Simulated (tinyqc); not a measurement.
Wafer and channel orientation: ellipsoidal valleys in the axes of a wafer and a channel.

Valleys with axes a along x, y and z, two valleys each; inverse mass tensor w = 1/mt + (1/ml - 1/mt) a a. Device axes: z = nz/|nz|, x = nx/|nx|, y = z cross x; in them a = (ax, ay, az). Confinement mass mz = 1/w_zz. In the plane w_ij is replaced by u_ij = w_ij - w_iz w_jz/w_zz (i, j = x, y); density-of-states mass md = 1/sqrt(det u); conductivity mass along x mc = 1/u_xx; ballistic transport mass mx = u_yy/det u, width mass my = 1/u_yy.

Hard walls: E_n = c (n pi/t)^2/mz, c = hbar^2/2m0, n = 1, 2, 3. Non-degenerate share of a valley proportional to md sum_n exp(-E_n/kT); mean 1/mc = sum of share/mc. 1 nm = 10 angstrom.

Constants: hbar^2/2m0 = 3.80998211 eV angstrom^2; kB = 8.617333262e-05 eV/K.

Parameters, chosen for this exercise (near those of the Delta valleys of Si; the results hold for these values, not for the real material): ml = 0.896 m0 (longitudinal mass); mt = 0.196 m0 (transverse mass); t = 4.9 nm (thickness of the film); T = 300 K (temperature).

For each face/channel: the lowest ladder (mz, number of valleys, md, E1, share) and the mean conductivity mass over all valleys.

Results:
```
face/channel     mz  valleys     md  E1 (meV)  share  mean mc
(110)/[1-11]  0.322        4  0.327      48.7  0.840   0.3270
(113)/[1-10]  0.543        2  0.252      28.8  0.651   0.2297
(001)/[110]   0.896        2  0.196      17.5  0.748   0.2174
(112)/[11-1]  0.409        2  0.290      38.3  0.557   0.3471
(100)/[011]   0.896        2  0.196      17.5  0.748   0.2174
(001)/[100]   0.896        2  0.196      17.5  0.748   0.2174
(111)/[11-2]  0.265        6  0.360      59.1  1.000   0.3025
```

What can be read from this table?

The mean conductivity mass is lowest, 0.2174, for (001)/[110], (100)/[011] and (001)/[100] and highest, 0.3471, for (112)/[11-1]; the bulk value is 0.2650. The confinement energy is lowest on the face with the heaviest mz ((001), 17 meV). The density of states of the lowest ladder, valleys times md, runs between 0.392 and 2.162; a small value limits the charge through the quantum capacitance.

Program tinyqc; command `OMP_NUM_THREADS=1 python tinyqc.py 1881036 1881037 out.jsonl`; about 0.01 s on one thread of a shared Intel(R) Xeon(R) Processor @ 2.30GHz.
